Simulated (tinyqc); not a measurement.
Tolerances: periodic multilayer mirror for extreme ultraviolet light.

s polarisation, vacuum above. q_j = sqrt(N_j^2 - sin^2 theta); interface r_jk = (q_j - q_k)/(q_j + q_k) exp(-2 (2 pi/lam)^2 q_j q_k sg^2) (Nevot-Croce; sg = 0 if not given); phase factor of a layer x_j = exp(4 pi i q_j d_j/lam). Each period has the spacer (thickness (1 - Gm) L) on top of the absorber (Gm L). In this recursion R is the amplitude; R in tables and results is the reflectance, its squared modulus. The substrate is of the spacer material. Starting with R = 0 in it, each interface upward gives R -> (r + R x)/(1 + r R x), x that of the layer below the interface (1 for the substrate).

Values chosen for the exercise (optical constants near those of Mo and Si at 13.5 nm; the results hold for these values, not for the real material): lam = 13.5 nm (wavelength); dA = (0.0769, 0.0069) (delta and beta of the absorber, N = 1 - delta + i beta); dS = (0.0008, 0.00184) (delta and beta of the spacer and the substrate); L = 7.08 nm (period); Gm = 0.47 (absorber share of the period); theta = 12 degrees (angle from the normal); sg = 0.2 nm (interface roughness); Np = 50 (periods).

R of the mirror, and R^10 for a chain of ten such mirrors.

Results for these values:
```
case       R    R^10
base  0.7157  0.0353
```

What happens to each result for L = 7.12 nm, all else kept?

Answer: R rises from 0.7157 to 0.7166; R^10 rises from 0.0353 to 0.0357.

The same for each parameter in turn:
```
case                         R    R^10
base                    0.7157  0.0353
L = 7.12 nm             0.7166  0.0357
Gm = 0.51               0.6956  0.0265
theta = 14 degrees      0.6609  0.0159
sg = 0.4 nm             0.7006  0.0285
dA = (0.0769, 0.00828)  0.6880  0.0238
lam = 13.55 nm          0.7038  0.0298
```

Program tinyqc; command `OMP_NUM_THREADS=1 python tinyqc.py 1681310 1681311 out.jsonl`; about 0.01 s on one thread of a shared Intel(R) Xeon(R) Processor @ 2.30GHz.
